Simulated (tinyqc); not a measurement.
Barrier height from two thicknesses.

Inverse problem. Through a thick flat barrier T = c exp(-2 kappa t) with a prefactor c that does not depend on t, and kappa = sqrt(m1 phi1/C), C = hbar^2/(2 m0). Find kappa, the decades lost for each nanometre, c and phi1.

Parameters, values chosen for the exercise: tunnelling mass of layer 1 m1 = 0.41 m0.

Constants: q = 1.602176634e-19 C, hbar = 1.054571817e-34 J s, m0 = 9.1093837015e-31 kg, hbar^2/(2 m0) = 0.0380998212 eV nm^2. Results are converted to the units shown.

T at t = 1.2 and 2.1 nm: 3.7617233e-6  2.2585879e-10

Solution. The ratio of the two values removes c: kappa = ln(T_a/T_b)/(2 (t_b - t_a)).

kappa = 5.40 1/nm
decades a nanometre = 4.69
c = 1.60
phi1 = 2.71 eV

Numbers from tinyqc (`OMP_NUM_THREADS=1 python tinyqc.py 2540132 2540133 out.jsonl`; about 0.03 s on one thread of a shared Intel Xeon 2.30GHz).
